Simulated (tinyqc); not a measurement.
Carrier lifetime of a p-type layer with SRH, radiative, Auger and surface recombination: course of the iteration.

Uniform excess density dn = dp (no trapping), n = n0 + dn, p = p0 + dn, Boltzmann statistics, full ionisation. Surfaces enter as a rate 2 S dn/d, which holds while diffusion to them is fast.

Start: dn = 3e14 cm^-3.

With e = n p - ni^2 = dn (n0 + p0 + dn): U_SRH = e/(tp0 (n + n1) + tn0 (p + p1)), U_rad = B e, U_Aug = (Cn n + Cp p) e, U_s = 2 S dn/d. Substitution: tau = dn/U with U the sum, dn(new) = G tau.

Stop when the step is below 1e-10 of the value, or after 40 iterations.

Parameters, values chosen for the exercise; band and dielectric values close to those of silicon:
```
symbol,value,unit,meaning
B,4.72e-15,cm^3/s,radiative coefficient
Cn,3.6e-31,cm^6/s,Auger coefficient (two electrons)
Cp,1.1e-31,cm^6/s,Auger coefficient (two holes)
S,0,cm/s,surface recombination velocity (both faces)
d,50,um,sample thickness
G,1.5e21,cm^-3 s^-1,generation rate
```

n0 = 4.29767e8 cm^-3
p0 = 2.90000e14 cm^-3
n1 = 1.59313e11 cm^-3
p1 = 7.82313e11 cm^-3
tn0 = 1.28601e-8 s
tp0 = 1.92901e-7 s

Course of the iteration:
```
iteration  dn before the step (cm^-3)  step (cm^-3)
1                                3e14      -1.33e14
2                          1.66522e14      -4.16e13
3                          1.24969e14      -1.84e13
4                          1.06577e14      -9.37e12
5                          9.72054e13      -5.12e12
6                          9.20882e13      -2.90e12
7                          8.91879e13      -1.68e12
8                          8.75094e13      -9.83e11
9                          8.65262e13      -5.80e11
...                               ...           ...
32                         8.50987e13       -3.86e6
33                         8.50987e13       -2.30e6
34                         8.50987e13       -1.37e6
35                         8.50987e13       -8.18e5
36                         8.50987e13       -4.87e5
37                         8.50987e13       -2.90e5
38                         8.50987e13       -1.73e5
39                         8.50987e13       -1.03e5
40                         8.50987e13       -6.15e4
```

Did this iteration meet its convergence test, and what does its course show?

No. Not converged within 40 iterations: the residual falls steadily but slowly, by a factor of about 0.60 a step over the last four steps (counting the size of the step as the residual). At the solution d ln U/d ln dn = 0.40, so the logarithmic slope of the map is 1 - 0.40 = 0.60; its size is below 1, so substitution contracts. A rerun with Newton steps in ln dn converges in 5 iterations.

Numbers from tinyqc (`OMP_NUM_THREADS=1 python tinyqc.py 2300052 2300053 out.jsonl`; about 0.01 s on one thread of a shared Intel Xeon 2.30GHz).
